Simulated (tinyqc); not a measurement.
Round nanowire with a gate all round, subbands and threshold shift from confinement: two steps of the calculation.

Undoped body with a flat potential across it, hard walls, transport along x. Three valley pairs (g = 2 each) with the longitudinal mass along x, y or z. Non-parabolicity enters the subband edges through E (1 + al E) = gamma, so E = 2 gamma/(1 + sqrt(1 + 4 al gamma)); motion within a subband is taken as parabolic with the band-edge mass. Energies are counted from the bulk band edge.

Parameters, values chosen for the exercise; masses close to those of silicon:
```
symbol  value  unit                                                meaning
T         200     K                                            temperature
ml      0.926    m0                                      longitudinal mass
mt      0.189    m0                                        transverse mass
al          0  1/eV                                       non-parabolicity
t         7.1    nm                                               diameter
dl        0.3    nm  widening of the box by penetration into the insulator
```

Constants: q = 1.602176634e-19 C, kB = 1.380649e-23 J/K, hbar = 1.054571817e-34 J s, m0 = 9.1093837015e-31 kg, Vt = kB T/q, hbar^2/(2 m0) = 0.0380998212 eV nm^2. Results are converted to the units shown.

Question 1. Lowest subbands. gamma = C (2 z/(t + dl))^2 (1/my + 1/mz)/2, z the zeros of the Bessel functions J_l (2.404826, 3.831706, 5.135622, 5.520078, ...), twofold for l > 0; the mean inverse mass is an approximation for anisotropic valleys, C = hbar^2/(2 m0). List the 6 lowest, labelled by valley axis and quantum numbers, with degeneracy g and N_k: N_k = g sqrt(2 mx m0 kB T/(pi hbar^2)).

Find: E_k; g; N_k.

Answer 1.

| subband | E_k (eV) | g | N_k (cm^-1) |
|---|---|---|---|
| y0,1 | 0.051269 | 2 | 3.2993e6 |
| z0,1 | 0.051269 | 2 | 3.2993e6 |
| x0,1 | 0.085158 | 2 | 7.3030e6 |
| y1,1 | 0.13016 | 4 | 6.5987e6 |
| z1,1 | 0.13016 | 4 | 6.5987e6 |
| x1,1 | 0.21619 | 4 | 1.4606e7 |

Question 2. Threshold shift. Each subband has N_k = g sqrt(2 mx m0 kB T/(pi hbar^2)); without degeneracy n = exp(EF/Vt) sum N_k exp(-E_k/Vt). Classical value Nc times pi t^2/4, Nc = sum over valleys of 2 g (m m0 kB T/(2 pi hbar^2))^1.5 with m = (mx my mz)^(1/3). Threshold shift dVT = Vt ln(classical value/sum N_k exp(-E_k/Vt)). Use the subbands listed.

| subband | E_k (eV) | N_k (cm^-1) |
|---|---|---|
| y0,1 | 0.051269458 | 3.2993314e6 |
| z0,1 | 0.051269458 | 3.2993314e6 |
| x0,1 | 0.085157880 | 7.3029870e6 |
| y1,1 | 0.13015951 | 6.5986627e6 |
| z1,1 | 0.13015951 | 6.5986627e6 |
| x1,1 | 0.21619320 | 1.4605974e7 |

Find: shares; sum N_k exp(-E_k/Vt); Nc; classical value; dVT.

Answer 2.

| subband | shares (%) |
|---|---|
| y0,1 | 42.530 |
| z0,1 | 42.530 |
| x0,1 | 13.177 |
| y1,1 | 0.875 |
| z1,1 | 0.875 |
| x1,1 | 0.013 |

sum N_k exp(-E_k/Vt) = 3.9609e5 cm^-1
Nc = 1.4906e19 cm^-3
classical value = 5.9015e6 cm^-1
dVT = 46.556 mV

Range of the model: For the strongly anisotropic y and z valleys the mean inverse mass serves only for l = 0; pairs with l > 0 really split widely.

tinyqc, about 0.2 s, one thread, Intel Xeon 2.30GHz (shared host): `OMP_NUM_THREADS=1 python tinyqc.py 2350055 2350056 out.jsonl`
